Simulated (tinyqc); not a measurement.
Inside a calculation. Model: free and trapped electrons in a MOS channel with a dense trap tail.

tinyqc, about 0.02 s, one thread, Intel Xeon 2.30GHz (shared host): `OMP_NUM_THREADS=1 python tinyqc.py 2222245 2222246 out.jsonl` Printed values are rounded.

p-type body, charge-sheet picture, full ionisation (an idealisation for deep acceptors), Boltzmann statistics for free electrons. e = Ec - EF at the surface. Acceptor-like traps of density D(E) = D0 + De exp(-E/Ew) at depth E below Ec, from 0 to Eu, hold n_t = integral of D(E)/(1 + exp((e - E)/Vt)). psi = Eg - Vt ln(Nv/Na) - e; N_dep = sqrt(2 eps0 eps_r Na (psi - Vt)/q); n_f = sqrt(N_dep^2 + 2 eps0 eps_r Vt Nc exp(-e/Vt)/q) - N_dep; Vg = Vfb + psi + q (N_dep + n_t + n_f)/Cox, Cox = eps0 eox/tox.

Parameters, values chosen for the exercise; band and dielectric values close to those of 4H silicon carbide: temperature T = 300 K; band gap Eg = 3.2 eV; relative permittivity eps_r = 9.74; conduction-band density of states at T Nc = 1.73e19 cm^-3; valence-band density of states at T Nv = 2.53e19 cm^-3; relative permittivity of the insulator eox = 3.9; insulator thickness tox = 34 nm; acceptor density Na = 5e16 cm^-3; flat-band voltage without trapped charge Vfb = -1.98 V; constant background density of acceptor-like traps D0 = 1.8e11 cm^-2 eV^-1; density of the tail at the conduction edge De = 2.7e13 cm^-2 eV^-1; decay energy of the tail Ew = 0.08 eV; depth below Ec down to which the traps reach Eu = 0.68 eV; mobility of free electrons mf = 180 cm^2/(V s); Ec - EF at the surface e = 0.124 eV.

Constants: q = 1.602176634e-19 C, kB = 1.380649e-23 J/K, Vt = kB T/q, eps0 = 8.8541878128e-14 F/cm where lengths are in cm. Results are converted to the units shown.

## Trapped charge

Trapezoid rule on 15 equal steps from 0 to Eu, f = 1/(1 + exp((e - E)/Vt)).

```
point     E (eV)  D(E) f (cm^-2 eV^-1)
0              0            2.22623e11
1      0.0453333            7.05603e11
2      0.0906667            1.91615e12
3          0.136            3.13908e12
4       0.181333            2.68633e12
5       0.226667            1.73534e12
6          0.272            1.07756e12
7       0.317333            6.90894e11
8       0.362667            4.70064e11
9          0.408            3.44606e11
10      0.453333            2.73402e11
11      0.498667            2.32998e11
12         0.544            2.10072e11
13      0.589333            1.97063e11
14      0.634667            1.89682e11
15          0.68            1.85494e11
```

n_t = 6.37971e11 cm^-2

With 1600 steps n_t = 6.389e11 cm^-2; the coarse value is 0.15 % below it.

## Charges and gate voltage

psi, N_dep, n_f and Vg as defined, with the n_t given; free share n_f/(n_f + n_t); apparent mobility mf n_f/(n_f + n_t); gate voltage spent on traps q n_t/Cox.

psi = 2.91503 V
N_dep = 1.24706e12 cm^-2
n_f = 1.58414e10 cm^-2
Vg = 3.93370 V
free share = 2.42293 %
apparent mobility = 4.36127 cm^2/(V s)
gate voltage spent on traps = 1.00641 V
